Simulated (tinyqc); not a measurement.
Stress in a transistor channel from embedded alloy regions, liners and fins, by half-space elasticity: one step, computed by the program tinyqc. Command: `OMP_NUM_THREADS=1 python tinyqc.py 3030253 3030254 out.jsonl stressor walk`. One thread of a shared host (Intel(R) Xeon(R) Processor @ 2.30GHz), about 0.01 s of CPU time with the checks.

Plane strain in an isotropic half-space, the same constants everywhere; x along the channel from its centre, y downwards from the free surface; stress is positive in tension.

Question. Closed form at the surface. At x = y = 0 the integral is s_xx = -(4/pi) [E e/(1 - nu)] [arctan(2 d/L) - arctan(d/(L/2 + S))].

Inputs (values chosen for the exercise, modelled on silicon):
```
quantity,value,unit
Young's modulus E,158,GPa
Poisson ratio nu,0.22,-
channel length L,28,nm
length of each stressor S,110,nm
recess depth d,85,nm
```

Stressor: Si(1-x)Ge(x) source and drain.

misfit e = 0.02343

Give: s_xx at the surface.

Answer.

s_xx at the surface = -4874.4 MPa

For fixed L and S it is largest at d = sqrt((L/2)(L/2 + S)) = 41.7 nm; d is beyond that. Caution: at such misfit the regions may relax by dislocations, and linear elasticity is rough.
